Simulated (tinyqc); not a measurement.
Inside a calculation: interface roughness in a thin film (subband fluctuation and scattering). Values are carried at full precision from step to step, so a last printed digit may differ when a step is redone from the rounded ones.

Square well of width t, barriers V0, c = hbar^2/2m0: E1 solves k t + 2 atan[(k/mz)/(kappa/mb)] = pi, k = sqrt(mz E/c), kappa = sqrt(mb (V0 - E)/c). One interface is rough, so the subband edge fluctuates by G dt with G = |dE1/dt| (central difference of 0.01 angstrom; 2 E1/t for hard walls).

Constants: hbar^2/2m0 = 3.80998211 eV angstrom^2; e^2/(4 pi eps0) = 14.39964547 eV angstrom; hbar = 6.58211957e-16 eV s.

Parameters, chosen for this exercise (near those of a thin GaN channel; the results hold for these values, not for the real material):

| symbol | value | unit | meaning |
|---|---|---|---|
| t | 44 | angstrom | film thickness |
| mz | 0.201 | m0 | confinement mass |
| V0 | 1.98 | eV | barrier |
| mb | 0.34 | m0 | barrier mass |
| D | 1.4 | angstrom | rms height of the roughness |
| md | 0.203 | m0 | mass in the plane |
| gv | 1 |  | valleys |
| Lc | 8 | angstrom | correlation length |
| Ns | 1.5 | x 1e12/cm^2 | sheet density |
| eps | 9.9 |  | mean dielectric constant at the channel |
| Lg | 300 | angstrom | gate length |
| Wg | 1000 | angstrom | gate width |

## Sensitivity of the level to thickness

Give E1, G, the hard-wall values and the rms fluctuation G D.

E1 = 69.10 meV
G = |dE1/dt| = 2.6578 meV/angstrom

hard walls: E1 (meV) and G (meV/angstrom): 96.632  4.392

G D = 3.72 meV

Hard walls overstate G by a factor 1.65, and the scattering rate, which goes as G^2, by 2.73.

## The angular integrand

Gaussian roughness spectrum S(q) = pi D^2 Lc^2 exp(-q^2 Lc^2/4). Degenerate gas, taken to fill one subband (the second starts to fill once c kF^2/md exceeds E2 - E1, which is not tested here): kF = sqrt(2 pi Ns/gv), q = 2 kF sin(theta/2), 1/tau = (md/(2 pi c hbar)) G^2 times the integral from 0 to pi of S(q)(1 - cos theta)/eps(q)^2 dtheta, eps(q) = 1 + qs/q with screening (qs = gv md q0/(c eps), q0 = e^2/(4 pi eps0), form factors left out, which overstates the screening; other scattering is left out too, so these values lie far above measured mobilities in all but the thinnest films) or 1 without; mobility = tau c2/md with c2 = e/m0 = 1.75882e15 cm^2/(V s^2); 1e12/cm^2 = 1e-4/angstrom^2.

kF, qs, and exp(-q^2 Lc^2/4)(1 - cos theta) without and with the factor 1/eps^2 at theta = 30, 60, ..., 180 degrees.

kF = 0.03070 1/angstrom
qs = 0.0775 1/angstrom

Integrand:

| theta | q (1/angstrom) | bare | eps(q) | screened |
|---|---|---|---|---|
| 30 | 0.0159 | 0.133 | 5.88 | 0.00386 |
| 60 | 0.0307 | 0.493 | 3.52 | 0.0397 |
| 90 | 0.0434 | 0.970 | 2.79 | 0.125 |
| 120 | 0.0532 | 1.43 | 2.46 | 0.237 |
| 150 | 0.0593 | 1.76 | 2.31 | 0.332 |
| 180 | 0.0614 | 1.88 | 2.26 | 0.368 |

kF Lc = 0.25: the roughness is short-ranged for these electrons, and back-scattering dominates.

## Scattering time and mobility

Integrate over theta.

Results:

| case | integral | tau (fs) | mobility (cm^2/(V s)) |
|---|---|---|---|
| bare | 3.003 | 9285 | 8.045e+04 |
| screened | 0.4825 | 5.779e+04 | 5.007e+05 |

Screening raises the mobility by a factor 6.2. With it kF l = 3.11e+03, so by this rate the carriers are far from localisation. Phonons, and the gate field that presses carriers to the wall, limit real channels far below this value.

## Threshold variation

Averaged over an area A = Lg Wg much larger than Lc^2, the thickness varies by D sqrt(pi Lc^2/A), so sigma(Vt) = G D Lc sqrt(pi/A)/e; the Pelgrom coefficient is sigma sqrt(A) (1 micrometre = 1e4 angstrom).

rms of the mean thickness = 0.036 angstrom
sigma(Vt) = 0.096 mV
coefficient = 0.00528 mV micrometre

The electrostatic effect of the thickness is left out.

## Checks

- G from the envelope at the wall, psi(t/2)^2 (E1 + c mz (kappa/mb)^2), against the difference quotient, meV/angstrom: both 2.658.
- Bare integral for Lc -> 0 against pi: both 3.1416.

Run: tinyqc, `OMP_NUM_THREADS=1 python tinyqc.py 1281504 1281505 out.jsonl`; Intel(R) Xeon(R) Processor @ 2.30GHz, one thread, shared host; about 0.01 s of CPU time with all checks.
